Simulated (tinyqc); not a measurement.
Worked calculation: order-disorder in a binary alloy on two sublattices: Bragg-Williams and pair (quasi-chemical) approximations. Computed by tinyqc, a small Python program that keeps every step. Command: `OMP_NUM_THREADS=1 python tinyqc.py 3003062 3003063 out.jsonl order walk`. One thread of a shared host (Intel(R) Xeon(R) Processor @ 2.30GHz), about 0.01 s of CPU time with the checks. Intermediate numbers are printed to about 7 digits and carried at full precision; extremes and crossings named in words are read from the listed rows.

All z = 8 neighbours of a site lie on the other sublattice. B fills the sublattices with x + eta/2 and x - eta/2; energies are per site, from the pure components: u = -z w y with y the probability of an A-B bond taken in one order.

Inputs (values chosen for the exercise, for a model alloy): ordering energy w = (e_AA + e_BB)/2 - e_AB = 52.4 meV; fraction x of B = 0.5; temperature T = 1530 K.

Lattice: bcc (B2 order, z = 8). Method: Newton steps.

scattering factors f_A, f_B (electrons): 33  67

Constants: k_B = 8.617333262e-05 eV/K.

## Critical temperatures

Bragg-Williams: k_B T_c = 2 z w x (1 - x). Pair approximation at x = 1/2: k_B T_c = w/ln(z/(z - 2)).

T_c, Bragg-Williams = 2432.307 K

T_c, pair approximation at x = 1/2 = 2113.711 K

At x = 1/2 the pair value is 0.869 of the Bragg-Williams one; the ratio tends to 1 as z grows.

## Long-range order, Bragg-Williams

Bragg-Williams: u = -z w [x (1 - x) + eta^2/4]; minimising f gives ln[a (1 - b)/(b (1 - a))] = 2 z w eta/(k_B T) =: ln Q, a = x + eta/2, b = x - eta/2. For given Q this is a quadratic for eta, (Q - 1) eta^2/4 - (Q + 1) eta/2 + (Q - 1) x (1 - x) = 0, smaller root: the map eta -> phi(eta). Newton steps on phi(eta) - eta, with the slope by central differences of 1e-6; start at 0.999 times 2x; stop when |phi - eta| < 1e-10.

Iteration:
```
step        eta   phi(eta)      phi - eta
1     0.9990000  0.9198657  -7.913428e-02
2     0.8942450  0.8899364  -4.308660e-03
3     0.8878076  0.8877881  -1.949041e-05
4     0.8877782  0.8877782  -4.104485e-10
5     0.8877782  0.8877782              0
```

order parameter eta = 0.8877782

last residual = 0

Converged: eta is 88.8 % of its largest value 2x.

## Energy, entropy and site fractions

a = x + eta/2, b = x - eta/2; u = -z w [x (1 - x) + eta^2/4]; s/k_B = [s2(a) + s2(b)]/2, s2(c) = -c ln c - (1 - c) ln(1 - c); gain on ordering = f(eta) - f(0), f = u - T s. Superlattice over fundamental intensity = [eta (f_B - f_A)/2]^2/[(1 - x) f_A + x f_B]^2.

B fraction on its own sublattice = 0.9438891

B fraction on the A sublattice = 0.05611090

energy u = -187.3981 meV/site

entropy s = 0.2161296 k_B/site

gain on ordering = -19.70566 meV/site

intensity ratio = 0.09111016

The antisite fraction is 0.0561; the dilute estimate exp(-z w/(k_B T)) gives 0.0416.

## Short-range order at the Bragg-Williams T_c

Quasi-chemical disordered state, with T here the Bragg-Williams T_c and not the input T: y^2/[(1 - x - y)(x - y)] = exp(2 w/(k_B T)) =: E, so y = 2 x (1 - x)/(1 + r), r = sqrt(1 - 4 x (1 - x)(1 - 1/E)); Warren-Cowley alpha = 1 - y/(x (1 - x)); u = -z w y.

bond probability y = 0.2810883

alpha of the disordered state at the Bragg-Williams T_c = -0.1243530

energy of the disordered state = -117.8322 meV/site

Short-range order already holds 12 % of the full ordering energy z w x^2, counted from the random alloy at -z w x (1 - x); Bragg-Williams puts none there.

## Both approximations at x = 1/2

At x = 1/2 the alloy is an Ising model with K = w/(2 k_B T). Bragg-Williams: eta = tanh(z K eta), neighbour correlation -eta^2. Pair: h = (z - 1) artanh(tanh K tanh h), eta = tanh(z h/(z - 1)), correlation -(tanh K + tanh^2 h)/(1 + tanh K tanh^2 h). T is given in units of the Bragg-Williams T_c at x = 1/2, z w/(2 k_B).

Order and neighbour correlation:
```
T/T_c     T (K)  eta, Bragg-Williams  correlation, Bragg-Williams  eta, pair  correlation, pair
0.30    729.692            0.9974138                   -0.9948343  0.9973403         -0.9947177
0.45   1094.538            0.9739759                   -0.9486290  0.9709569         -0.9443358
0.55   1337.769            0.9355293                   -0.8752150  0.9225255         -0.8584745
0.65   1581.000            0.8720654                   -0.7604980  0.8317077         -0.7152185
0.75   1824.230            0.7755163                   -0.6014256  0.6664152         -0.5027037
0.85   2067.461            0.6295015                   -0.3962721  0.2892691         -0.2089538
0.95   2310.692            0.3794852                   -0.1440090  0.0000000         -0.1308248
1.10   2675.538            0.0000000                    0.0000000  0.0000000         -0.1131497
1.50   3648.460            0.0000000                    0.0000000  0.0000000         -0.0831410
```

The pair approximation loses long-range order between T/T_c = 0.85 and 0.95, at 2114 K, and keeps a correlation of -0.083 in the last row. At its own T_c the correlation is -1/(z - 1) = -0.143, so the fewer the neighbours, the more of the ordering energy is released above T_c.

Checks made by the program: eta against bracketed root finding (relative difference below 1e-10).
